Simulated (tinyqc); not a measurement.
Inside a calculation. Method: plane-wave Kohn-Sham cycle with exchange-only LDA in a layered model solid. Computed by tinyqc, a small Python program that keeps every step. Settings: points = 16, plane-wave index or count = 2, electrons = 2, k points = 4, area = 23.0, mixing = 0.5, iteration cap = 73. Command: `OMP_NUM_THREADS=1 python tinyqc.py 28836 28837 out.jsonl` (the two numbers bound the seeds that draw the settings). One thread of a shared host (Intel(R) Xeon(R) Processor @ 2.60GHz), about 0.04 s of CPU time with the checks. Later iterations appear only in the table of the cycle.

## Iteration 1: potential

A solid whose potential varies along x alone (atomic units):
```
parameter                      value
period a                   17.400000
cross-section of the cell  23.000000
electrons per cell                 2
grid points                       16
plane waves -n..n, n               2
k points                           4
V1 in V1 cos(2 pi x/a)     -0.450000
V2 in V2 cos(4 pi x/a)      0.030000
```

density at the start, on the grid x_j = j a/N (e/bohr^3): 0.004998  0.004998  0.004998  0.004998  0.004998  0.004998  0.004998  0.004998  0.004998  0.004998  0.004998  0.004998  0.004998  0.004998  0.004998  0.004998

V_H(G) = 4 pi rho(G)/G^2 for G != 0 (uniform background); v_x = -(3 rho/pi)^(1/3); V = V_ext + V_H + v_x; Fourier components f(G_m) = (1/N) sum_j f(x_j) exp(-i G_m x_j).

Potentials on the grid (hartree):
```
x          V_ext     V_H      v_x        V
0.0000   -0.4200  0.0000  -0.1684  -0.5884
1.0875   -0.3945  0.0000  -0.1684  -0.5629
2.1750   -0.3182  0.0000  -0.1684  -0.4866
3.2625   -0.1934  0.0000  -0.1684  -0.3618
4.3500   -0.0300  0.0000  -0.1684  -0.1984
5.4375    0.1510  0.0000  -0.1684  -0.0174
6.5250    0.3182  0.0000  -0.1684   0.1498
7.6125    0.4370  0.0000  -0.1684   0.2686
8.7000    0.4800  0.0000  -0.1684   0.3116
9.7875    0.4370  0.0000  -0.1684   0.2686
10.8750   0.3182  0.0000  -0.1684   0.1498
11.9625   0.1510  0.0000  -0.1684  -0.0174
13.0500  -0.0300  0.0000  -0.1684  -0.1984
14.1375  -0.1934  0.0000  -0.1684  -0.3618
15.2250  -0.3182  0.0000  -0.1684  -0.4866
16.3125  -0.3945  0.0000  -0.1684  -0.5629
```

V(G_m), m = 0, 1, 2, ... (hartree): -0.1684  -0.2250  0.0150  0.0000  0.0000

## Iteration 1: Hamiltonian at one k

k = 0.1250 2 pi / a

H(m,m') = (k + G_m)^2/2 delta + V(G_m - G_m'), with V(-G) = V(G).

H (hartree), lower triangle:
```
         -2       -1       +0       +1      +2
-2   0.0608
-1  -0.2250  -0.1184
+0   0.0150  -0.2250  -0.1673
+1   0.0000   0.0150  -0.2250  -0.0858
+2   0.0000   0.0000   0.0150  -0.2250  0.1260
```

## Iteration 1: levels at that k

Diagonalise the Hermitian matrix.

eigenvalues (hartree): -0.4824  -0.2607  -0.0209  0.2330  0.3463

## Iteration 1: new density

Motion across x is left out: the lowest 1 band(s) hold two electrons at each of the k points (j + 1/2)/nk - 1/2. Residual R = rho(out) - rho(in); rho(new) = rho(in) + 0.5 R. rho(out) = 2/(a A nk) sum |psi|^2 with psi = sum c exp(i G x). Harris energy E = band energy - dV sum rho (V_H/2 + v_x) + (3/4) dV sum rho v_x with rho(in), dV = a A/N, band energy = (2/nk) sum of the filled levels.

rho(out) (e/bohr^3): 0.019887  0.016589  0.009418  0.003359  0.000619  0.000037  0.000002  0.000004  0.000015  0.000004  0.000002  0.000037  0.000619  0.003359  0.009418  0.016589

density after iteration 1 (e/bohr^3): 0.012442  0.010793  0.007208  0.004178  0.002808  0.002517  0.002500  0.002501  0.002506  0.002501  0.002500  0.002517  0.002808  0.004178  0.007208  0.010793

energy per cell = -0.879327 hartree

## Iteration 2: potential

As before.

Potentials on the grid (hartree):
```
x          V_ext      V_H      v_x        V
0.0000   -0.4200   0.4656  -0.2282  -0.1825
1.0875   -0.3945   0.4125  -0.2176  -0.1997
2.1750   -0.3182   0.2756  -0.1902  -0.2328
3.2625   -0.1934   0.1051  -0.1586  -0.2469
4.3500   -0.0300  -0.0553  -0.1389  -0.2243
5.4375    0.1510  -0.1846  -0.1340  -0.1676
6.5250    0.3182  -0.2774  -0.1336  -0.0928
7.6125    0.4370  -0.3330  -0.1337  -0.0297
8.7000    0.4800  -0.3515  -0.1338  -0.0053
9.7875    0.4370  -0.3330  -0.1337  -0.0297
10.8750   0.3182  -0.2774  -0.1336  -0.0928
11.9625   0.1510  -0.1846  -0.1340  -0.1676
13.0500  -0.0300  -0.0553  -0.1389  -0.2243
14.1375  -0.1934   0.1051  -0.1586  -0.2469
15.2250  -0.3182   0.2756  -0.1902  -0.2328
16.3125  -0.3945   0.4125  -0.2176  -0.1997
```

V(G_m), m = 0, 1, 2, ... (hartree): -0.1610  -0.0469  0.0327  0.0023  0.0009

## Iteration 2: Hamiltonian at one k

k = 0.1250 2 pi / a

As before.

H (hartree), lower triangle:
```
         -2       -1       +0       +1      +2
-2   0.0683
-1  -0.0469  -0.1110
+0   0.0327  -0.0469  -0.1599
+1   0.0023   0.0327  -0.0469  -0.0784
+2   0.0009   0.0023   0.0327  -0.0469  0.1335
```

## Iteration 2: levels at that k

As before.

eigenvalues (hartree): -0.1958  -0.1398  -0.0496  0.0871  0.1504

## Iteration 2: new density

As before.

rho(out) (e/bohr^3): 0.010065  0.009831  0.008976  0.007285  0.004940  0.002613  0.000997  0.000261  0.000089  0.000261  0.000997  0.002613  0.004940  0.007285  0.008976  0.009831

density after iteration 2 (e/bohr^3): 0.011253  0.010312  0.008092  0.005732  0.003874  0.002565  0.001748  0.001381  0.001298  0.001381  0.001748  0.002565  0.003874  0.005732  0.008092  0.010312

energy per cell = -0.477703 hartree

## Convergence

Stop when sqrt(dV sum R^2) is below 1e-8, dV = a A/N.

Course of the cycle:
```
iteration  E (hartree)  norm of the residual
1            -0.879327              1.37e-01
2            -0.477703              3.96e-02
3            -0.469596              3.18e-02
4            -0.469961              2.04e-02
5            -0.472700              3.86e-02
6            -0.485580              5.03e-02
7            -0.491110              7.80e-02
8            -0.553447              8.83e-02
9            -0.497285              8.77e-02
10           -0.563493              8.91e-02
11           -0.495016              8.47e-02
...                ...                   ...
63           -0.761716              1.50e-01
64           -0.761716              1.50e-01
65           -0.761716              1.50e-01
66           -0.761716              1.50e-01
67           -0.761716              1.50e-01
68           -0.761716              1.50e-01
69           -0.761716              1.50e-01
70           -0.761716              1.50e-01
71           -0.761716              1.50e-01
72           -0.761716              1.50e-01
73           -0.761716              1.50e-01
```

Not converged within 73 iterations: the residual has stopped falling. Reruns (cap 100 unless said): mixing 0.1: not converged; mixing 0.5, Kerker q0 1.0: not converged; mixing 0.3, Pulay depth 5: converged in 17 (E = -0.46630); the original settings with a cap of 400: not converged.
